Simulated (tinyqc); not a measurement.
Koster-Slater impurity in a tight-binding band, by Green functions and by supercells: one step, computed by the program tinyqc. Command: `OMP_NUM_THREADS=1 python tinyqc.py 3013276 3013277 out.jsonl kosterslater walk`. One thread of a shared host (Intel(R) Xeon(R) Processor @ 2.30GHz), about 0.04 s of CPU time with the checks.

One orbital per site, e(k) = -2 t sum cos(k_i) over 3 direction(s), band from -6 t to 6 t, lattice constant 1. One site has the extra energy U. Spin is left out.

Problem. The level in the supercell. In a periodic cell of N sites along each direction with Bloch vector K, the level solves 1/U = N^-d sum_k 1/(E - e(k)), k_i = (2 pi m_i + K_i)/N, m_i = 0..N-1; the outermost root on the side of U is taken (bisection). d is the number of directions. Gamma means K_i = 0, the zone corner K_i = pi, the quarter point K_i = pi/2. The error is measured against the isolated level E_b.

Inputs (values chosen for the exercise, for a model band): hopping t = 1.5 eV; impurity potential U = -7.94 eV; supercell edge N = 2 sites.

Lattice: simple cubic.

level E_b = -9.883963 eV

Give: level at Gamma; level at the corner; level at the quarter point; error at Gamma; width between Gamma and the corner.

Solution.

level at Gamma = -11.505 eV

level at the corner = -7.94 eV

level at the quarter point = -9.7245 eV

error at Gamma = -1.6209 eV

width between Gamma and the corner = 3.5649 eV

Images turn the level into a band 3.56 eV wide; the quarter point misses the isolated level by 0.16 eV, far less than Gamma, because the leading hopping between images averages out there.
